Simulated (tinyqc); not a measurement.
Thermal and gravitational stress in a wafer during furnace and rapid thermal processing, and the onset of slip: one step, computed by the program tinyqc. Command: `OMP_NUM_THREADS=1 python tinyqc.py 3008838 3008839 out.jsonl slip walk`. One thread of a shared host (Intel(R) Xeon(R) Processor @ 2.30GHz), about 0.01 s of CPU time with the checks.

A thin free disc in plane stress, isotropic; T(r) = T_centre + dT (r/R)^n. Stress is positive in tension; sigma_SB = 5.670374419e-8 W/(m^2 K^4), g = 9.80665 m/s^2.

Question. Ramp rate in a batch furnace. Critical resolved stress tau_c = A exp(U/(k_B T)), a form chosen for the exercise; slip when 0.492799 |s_tt(R)| > tau_c; allowed |dT| = tau_c (n + 2)/(0.492799 n alpha E). In a stack heated from the rim, heat flows inward by conduction and by radiation between wafers: k_eff = k + (16/3) sigma_SB T^3 s^2/t (a diffusion estimate with the spacing as path length). A steady ramp gives the parabolic lag dT = rho c (ramp) R^2/(4 k_eff); the allowed ramp uses n = 2.

Inputs (values chosen for the exercise, modelled on silicon): wafer radius R = 225 mm; thickness t = 925 micrometre; Young's modulus E = 143 GPa; expansion alpha = 4.32 1e-6/K; temperature T = 1200 K; prefactor A of the critical stress = 0.00052 MPa; energy U of the critical stress = 1.03 eV; density rho = 2330 kg/m^3; heat capacity c = 974 J/(kg K); conductivity k = 28.8 W/(m K); wafer spacing s = 11 mm; ramp rate = 19 K/min.

Constants: k_B = 8.617333262e-05 eV/K.

Give: k_eff; lag of the centre; allowed ramp rate.

Answer.

k_eff = 97.16 W/(m K)

lag of the centre = 93.61 K

allowed ramp rate = 14.68 K/min

Radiation carries 70 % of the inward flow. The ramp is 1.29 of the allowed one.
